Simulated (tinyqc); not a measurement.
What moves the results: carrier statistics of a doped semiconductor with parabolic bands. A value that a table varies takes the place of the one given here.

Eg(T) = Eg0 - al T^2/(T + be); m_de = Mv^(2/3) (ml mt^2)^(1/3); m_dh = (mhh^(3/2) + mlh^(3/2))^(2/3); Nc and Nv from N = 2 (m kB T/(4 pi c))^(3/2) with c = hbar^2/2m0, in 1/angstrom^3; times 1e24 for 1/cm^3.

Energies are counted from Ev, so Ec = Eg. n = Nc F_1/2((EF - Eg)/kT), p = Nv F_1/2(-EF/kT), ND+ = ND/(1 + 2 exp((EF - Eg + ED)/kT)), NA- = NA/(1 + 4 exp((EA - EF)/kT)); neutrality asks p + ND+ = n + NA-. F_j(eta) = (1/Gamma(j + 1)) integral_0^infinity x^j dx/(1 + exp(x - eta)), which tends to exp(eta) for eta << 0.

Constants: hbar^2/2m0 = 3.80998211 eV angstrom^2; kB = 8.617333262e-05 eV/K.

Parameters, chosen for this exercise (near those of GaAs; not measured data):
- Eg0 = 1.509 eV (gap at 0 K)
- al = 0.000552 eV/K (Varshni alpha)
- be = 205 K (Varshni beta)
- ml = 0.0665 m0 (longitudinal electron mass)
- mt = 0.0665 m0 (transverse electron mass)
- Mv = 1 (equivalent valleys)
- mhh = 0.498 m0 (heavy-hole mass)
- mlh = 0.0831 m0 (light-hole mass)
- ND = 2.4e+12 1/cm^3 (donors)
- NA = 3.7e+14 1/cm^3 (acceptors)
- ED = 0.00596 eV (donor level below Ec)
- EA = 0.0267 eV (acceptor level above Ev)
- T = 77 K

## Temperature

Neutrality solved at each temperature; ni = sqrt(Nc Nv) exp(-Eg/2kT).

Carriers (1/cm^3):
```
T (K)  EF (eV)         n         p  majority / |ND - NA|        ni  Eg (eV)
30      0.0240    <1e-99  2.76e+13                0.0751    <1e-99   1.5069
50      0.0344    <1e-99  2.19e+14                 0.596  2.29e-59   1.5036
77      0.0542  1.95e-78  3.46e+14                 0.940  2.60e-32   1.4974
120     0.0908  3.19e-42  3.65e+14                 0.992  3.41e-14   1.4845
200     0.1645  7.30e-16  3.67e+14                 0.999     0.518   1.4545
300     0.2624    0.0221  3.67e+14                  1.00  2.85e+06   1.4106
450     0.4172  3.82e+07  3.68e+14                  1.00  1.18e+11   1.3383
600     0.5783  2.20e+12  3.70e+14                  1.01  2.85e+13   1.2621
800     0.6787  1.81e+15  2.17e+15                  5.91  1.98e+15   1.1575
1000    0.6580  2.73e+16  2.77e+16                  75.3  2.75e+16   1.0509
```

How do the results move?

Ionisation is incomplete: the majority density is below 90 % of the net doping at 30 and 50 K, down to a share of 0.075. It is within 10 % of the net doping at 77, 120, 200, 300, 450 and 600 K. At 800 and 1000 K thermal pairs lift it more than 10 % above the net doping; ni has reached 2.75e+16 1/cm^3 at 1000 K against a net doping of 3.68e+14. EF goes from 0.024 eV to 0.658 eV, where midgap is 0.525 eV and the intrinsic level (Boltzmann) 0.658 eV.

## Doping level

Only acceptors are present (ND = 0); eta is the distance of EF beyond the valence edge in units of kT.

Neutral state:
```
NA (1/cm^3)  EF (eV)  majority (1/cm^3)  ionised share    eta
1.0e+14       0.0626           9.82e+13          0.982  -9.43
1.0e+15       0.0482           8.64e+14          0.864  -7.26
1.0e+16       0.0363           5.15e+15          0.515  -5.47
1.0e+17       0.0270           2.08e+16          0.208  -4.07
1.0e+18       0.0188           7.06e+16          0.071  -2.83
3.0e+18       0.0150           1.23e+17          0.041  -2.26
1.0e+19       0.0108           2.24e+17          0.022  -1.63
3.0e+19       0.0070           3.81e+17          0.013  -1.06
```

How do the results move?

The impurity level lies at 0.0267 eV. The ionised share falls from 0.982 to 0.013 as EF passes through it between 1e+17 and 1e+18 1/cm^3 (share 1/5 there); it is below one half from 1e+17 1/cm^3 on. Over the last two rows the doping grows threefold and the majority density by a factor 1.70. EF comes within 3 kT of the majority band edge from 1e+18 1/cm^3 on. Above roughly 4e+18 1/cm^3 (N^(1/3) a = 0.26, with the radius a = sqrt(c/(m E)) from the ionisation energy E and the mass mhh) the levels merge with the band and real ionisation is complete; sharp levels then overstate freeze-out.

## What each input does

Neutrality solved anew for each case. Each row changes one parameter from the base and keeps the others.

Results:
```
case                  EF (eV)  n (1/cm^3)  p (1/cm^3)
base                   0.0542    1.95e-78    3.46e+14
T = 97 K               0.0709    1.18e-57    3.60e+14
ND = 1.2e+12 1/cm^3    0.0542    1.95e-78    3.47e+14
NA = 4.81e+14 1/cm^3   0.0526    1.52e-78    4.43e+14
Eg0 = 1.559 eV         0.0542    1.04e-81    3.46e+14
mt = 0.0798 m0         0.0542    2.34e-78    3.46e+14
mhh = 0.5976 m0        0.0559    2.49e-78    3.50e+14
EA = 0.0401 eV         0.0559    2.52e-78    2.68e+14
```

How do the results move?

The largest shifts from the base row, up to three for each result and ties (the steps differ in size, so this ranks the rows, not the parameters). EF (eV): T +0.0166, EA +0.0017, NA -0.0016, mhh +0.0016; unchanged at the printed digits by ND, Eg0 and mt. n (1/cm^3): T +1.18e-57, Eg0 -1.95e-78, EA +5.66e-79; unchanged at the printed digits by ND. p (1/cm^3): NA +9.70e+13, EA -7.77e+13, T +1.46e+13; unchanged at the printed digits by Eg0 and mt.

Program tinyqc; command `OMP_NUM_THREADS=1 python tinyqc.py 1652145 1652146 out.jsonl`; about 0.01 s on one thread of a shared Intel(R) Xeon(R) Processor @ 2.30GHz.
